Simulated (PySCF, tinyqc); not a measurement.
Worked calculation: RHF in the 6-311g basis, for H2, spin multiplicity 1. The lowest restricted solution is unstable here: a spin-polarised one lies 0.0094 hartree lower (PySCF). One step of it, computed by the program tinyqc.

Task: Iteration 1: building the Fock matrix. J_ij = sum D_kl (ij|kl), K_ij = sum D_kl (ik|jl); F = H + J - 0.5 K; E = tr D H + tr D J / 2 - 0.25 tr D K + E_nn.

D at the start, order 1H 1s, 1H 2s, 1H 3s, 2H 1s, 2H 2s, 2H 3s:
```
[[0.047656, -0.117824, -0.091259, 0.047656, -0.117824, -0.091259],
 [-0.117824, 0.291301, 0.225625, -0.117824, 0.291301, 0.225625],
 [-0.091259, 0.225625, 0.174756, -0.091259, 0.225625, 0.174756],
 [0.047656, -0.117824, -0.091259, 0.047656, -0.117824, -0.091259],
 [-0.117824, 0.291301, 0.225625, -0.117824, 0.291301, 0.225625],
 [-0.091259, 0.225625, 0.174756, -0.091259, 0.225625, 0.174756]]
```

core Hamiltonian H = T + V (hartree), order 1H 1s, 1H 2s, 1H 3s, 2H 1s, 2H 2s, 2H 3s:
```
[[-0.190210, -0.782474, -0.551930, -0.065780, -0.230920, -0.314488],
 [-0.782474, -0.804490, -0.695699, -0.230920, -0.395149, -0.472627],
 [-0.551930, -0.695699, -0.704583, -0.314488, -0.472627, -0.562108],
 [-0.065780, -0.230920, -0.314488, -0.190210, -0.782474, -0.551930],
 [-0.230920, -0.395149, -0.472627, -0.782474, -0.804490, -0.695699],
 [-0.314488, -0.472627, -0.562108, -0.551930, -0.695699, -0.704583]]
```

Two-electron integrals (ij|kl) in chemists' order, unique and non-zero (hartree):
```
(11|11) 1.393035   (21|11) 0.822971   (21|21) 0.509703   (22|11) 0.822904
(22|21) 0.543028   (22|22) 0.644106   (31|11) 0.411256   (31|21) 0.257757
(31|22) 0.279868   (31|31) 0.130794   (32|11) 0.543681   (32|21) 0.365771
(32|22) 0.452669   (32|31) 0.189803   (32|32) 0.325140   (33|11) 0.494021
(33|21) 0.340115   (33|22) 0.445993   (33|31) 0.178035   (33|32) 0.331779
(33|33) 0.361682   (41|11) 0.010753   (41|21) 0.007296   (41|22) 0.009023
(41|31) 0.003791   (41|32) 0.006422   (41|33) 0.006408   (41|41) 0.000253
(42|11) 0.058913   (42|21) 0.041330   (42|22) 0.056212   (42|31) 0.021776
(42|32) 0.042347   (42|33) 0.046410   (42|41) 0.001620   (42|42) 0.014802
(43|11) 0.081317   (43|21) 0.057279   (43|22) 0.079417   (43|31) 0.030246
(43|32) 0.060849   (43|33) 0.069136   (43|41) 0.002185   (43|42) 0.022397
(43|43) 0.035876   (44|11) 0.383447   (44|21) 0.270785   (44|22) 0.380621
(44|31) 0.143198   (44|32) 0.295118   (44|33) 0.342640   (44|41) 0.010753
(44|42) 0.127561   (44|43) 0.212840   (44|44) 1.393035   (51|11) 0.127561
(51|21) 0.080807   (51|22) 0.089222   (51|31) 0.041130   (51|32) 0.060872
(51|33) 0.057531   (51|41) 0.001620   (51|42) 0.009188   (51|43) 0.012483
(51|44) 0.058913   (51|51) 0.014802   (52|11) 0.207873   (52|21) 0.141412
(52|22) 0.179175   (52|31) 0.073665   (52|32) 0.130191   (52|33) 0.135216
(52|41) 0.003844   (52|42) 0.028204   (52|43) 0.040952   (52|44) 0.207873
(52|51) 0.028204   (52|52) 0.070240   (53|11) 0.213560   (53|21) 0.148191
(53|22) 0.197924   (53|31) 0.077797   (53|32) 0.148708   (53|33) 0.164684
(53|41) 0.004316   (53|42) 0.036915   (53|43) 0.057355   (53|44) 0.304726
(53|51) 0.029897   (53|52) 0.084512   (53|53) 0.112373   (54|11) 0.270785
(54|21) 0.191099   (54|22) 0.267532   (54|31) 0.101015   (54|32) 0.206823
(54|33) 0.239546   (54|41) 0.007296   (54|42) 0.080807   (54|43) 0.133760
(54|44) 0.822971   (54|51) 0.041330   (54|52) 0.141412   (54|53) 0.205902
(54|54) 0.509703   (55|11) 0.380621   (55|21) 0.267532   (55|22) 0.369936
(55|31) 0.141165   (55|32) 0.284156   (55|33) 0.327888   (55|41) 0.009023
(55|42) 0.089222   (55|43) 0.145880   (55|44) 0.822904   (55|51) 0.056212
(55|52) 0.179175   (55|53) 0.257422   (55|54) 0.543028   (55|55) 0.644106
(61|11) 0.212840   (61|21) 0.133760   (61|22) 0.145880   (61|31) 0.067928
(61|32) 0.099097   (61|33) 0.093153   (61|41) 0.002185   (61|42) 0.012483
(61|43) 0.017206   (61|44) 0.081317   (61|51) 0.022397   (61|52) 0.040952
(61|53) 0.043288   (61|54) 0.057279   (61|55) 0.079417   (61|61) 0.035876
(62|11) 0.304726   (62|21) 0.205902   (62|22) 0.257422   (62|31) 0.107014
(62|32) 0.185942   (62|33) 0.191577   (62|41) 0.004316   (62|42) 0.029897
(62|43) 0.043288   (62|44) 0.213560   (62|51) 0.036915   (62|52) 0.084512
(62|53) 0.099180   (62|54) 0.148191   (62|55) 0.197924   (62|61) 0.057355
(62|62) 0.112373   (63|11) 0.313929   (63|21) 0.217209   (63|22) 0.288730
(63|31) 0.113923   (63|32) 0.216770   (63|33) 0.240934   (63|41) 0.005005
(63|42) 0.039883   (63|43) 0.061356   (63|44) 0.313929   (63|51) 0.039883
(63|52) 0.103852   (63|53) 0.134659   (63|54) 0.217209   (63|55) 0.288730
(63|61) 0.061356   (63|62) 0.134659   (63|63) 0.179837   (64|11) 0.143198
(64|21) 0.101015   (64|22) 0.141165   (64|31) 0.053384   (64|32) 0.109013
(64|33) 0.126161   (64|41) 0.003791   (64|42) 0.041130   (64|43) 0.067928
(64|44) 0.411256   (64|51) 0.021776   (64|52) 0.073665   (64|53) 0.107014
(64|54) 0.257757   (64|55) 0.279868   (64|61) 0.030246   (64|62) 0.077797
(64|63) 0.113923   (64|64) 0.130794   (65|11) 0.295118   (65|21) 0.206823
(65|22) 0.284156   (65|31) 0.109013   (65|32) 0.217739   (65|33) 0.251317
(65|41) 0.006422   (65|42) 0.060872   (65|43) 0.099097   (65|44) 0.543681
(65|51) 0.042347   (65|52) 0.130191   (65|53) 0.185942   (65|54) 0.365771
(65|55) 0.452669   (65|61) 0.060849   (65|62) 0.148708   (65|63) 0.216770
(65|64) 0.189803   (65|65) 0.325140   (66|11) 0.342640   (66|21) 0.239546
(66|22) 0.327888   (66|31) 0.126161   (66|32) 0.251317   (66|33) 0.292522
(66|41) 0.006408   (66|42) 0.057531   (66|43) 0.093153   (66|44) 0.494021
(66|51) 0.046410   (66|52) 0.135216   (66|53) 0.191577   (66|54) 0.340115
(66|55) 0.445993   (66|61) 0.069136   (66|62) 0.164684   (66|63) 0.240934
(66|64) 0.178035   (66|65) 0.331779   (66|66) 0.361682
```

nuclear repulsion = 0.38346175 hartree

Give: Coulomb J; exchange K; Fock matrix F; total energy of this density.

Result:

Coulomb J (hartree), order 1H 1s, 1H 2s, 1H 3s, 2H 1s, 2H 2s, 2H 3s:
```
[[0.9691, 0.6724, 0.3527, 0.0158, 0.1244, 0.1903],
 [0.6724, 0.8889, 0.6617, 0.1244, 0.3210, 0.4115],
 [0.3527, 0.6617, 0.7209, 0.1903, 0.4115, 0.5382],
 [0.0158, 0.1244, 0.1903, 0.9691, 0.6724, 0.3527],
 [0.1244, 0.3210, 0.4115, 0.6724, 0.8889, 0.6617],
 [0.1903, 0.4115, 0.5382, 0.3527, 0.6617, 0.7209]]
```

exchange K (hartree), order 1H 1s, 1H 2s, 1H 3s, 2H 1s, 2H 2s, 2H 3s:
```
[[0.1844, 0.3125, 0.2870, 0.0897, 0.2088, 0.2404],
 [0.3125, 0.6015, 0.5919, 0.2088, 0.4650, 0.5227],
 [0.2870, 0.5919, 0.6183, 0.2404, 0.5227, 0.5792],
 [0.0897, 0.2088, 0.2404, 0.1844, 0.3125, 0.2870],
 [0.2088, 0.4650, 0.5227, 0.3125, 0.6015, 0.5919],
 [0.2404, 0.5227, 0.5792, 0.2870, 0.5919, 0.6183]]
```

Fock matrix F (hartree), order 1H 1s, 1H 2s, 1H 3s, 2H 1s, 2H 2s, 2H 3s:
```
[[0.6867, -0.2663, -0.3428, -0.0948, -0.2110, -0.2444],
 [-0.2663, -0.2164, -0.3299, -0.2110, -0.3066, -0.3225],
 [-0.3428, -0.3299, -0.2929, -0.2444, -0.3225, -0.3135],
 [-0.0948, -0.2110, -0.2444, 0.6867, -0.2663, -0.3428],
 [-0.2110, -0.3066, -0.3225, -0.2663, -0.2164, -0.3299],
 [-0.2444, -0.3225, -0.3135, -0.3428, -0.3299, -0.2929]]
```

total energy of this density = -0.634679 hartree
